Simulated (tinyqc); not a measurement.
Inside a calculation. Method: Ewald sum of point charges, rock salt lattice. Computed by tinyqc, a small Python program that keeps every step. Command: `OMP_NUM_THREADS=1 python tinyqc.py 25866 25867 out.jsonl` (the two numbers bound the seeds that draw the settings). One thread of a shared host (Intel(R) Xeon(R) Processor @ 2.60GHz), about 0.03 s of CPU time with the checks.

## Ewald sum with eta = 0.583 1/bohr

cell vectors (rows) (bohr):
```
        1       2       3
1  0.0000  3.2450  3.2450
2  3.2450  0.0000  3.2450
3  3.2450  3.2450  0.0000
```

Charges:
```
q            f1      f2      f3
1.0000   0.0000  0.0000  0.0000
-1.0000  0.5000  0.5000  0.5000
```

Real space: 1/2 sum q_i q_j erfc(eta r)/r over all images with r > 0; reciprocal space: (2 pi/V) sum_(G != 0) exp(-G^2/4 eta^2)/G^2 |S(G)|^2 with S(G) = sum q exp(i G.r); self term -eta/sqrt(pi) sum q^2; background -pi Q^2/(2 V eta^2), Q the total charge.

Real-space shells (first ones):
```
r (bohr)  pairs  sum (hartree)
3.2450       12        -0.0138
4.5891       24       4.04e-04
5.6205       16      -5.10e-06
6.4900       12       8.09e-08
7.2560       48      -7.27e-09
7.9486       48       1.70e-10
9.1782       24              0
9.7350       60              0
10.2616      48              0
```

Reciprocal shells (first ones that count):
```
G^2 (1/bohr^2)  vectors  sum (hartree)
2.8118                8         0.1323
10.3101              24       4.36e-04
17.8084              24       1.02e-06
25.3066              32       3.83e-09
```

## The total does not depend on eta

The same sums for other eta.

Totals (hartree per cell):
```
eta          real  reciprocal     self  background      total
0.5830    -0.0134      0.1327  -0.6578      0.0000  -0.538541
0.7090    -0.0021      0.2636  -0.8000      0.0000  -0.538541
0.9420  -2.85e-05      0.5244  -1.0629      0.0000  -0.538541
```

shortest distance = 3.2450 bohr

Madelung constant -E d / (formula units |q+ q-|) = 1.7476
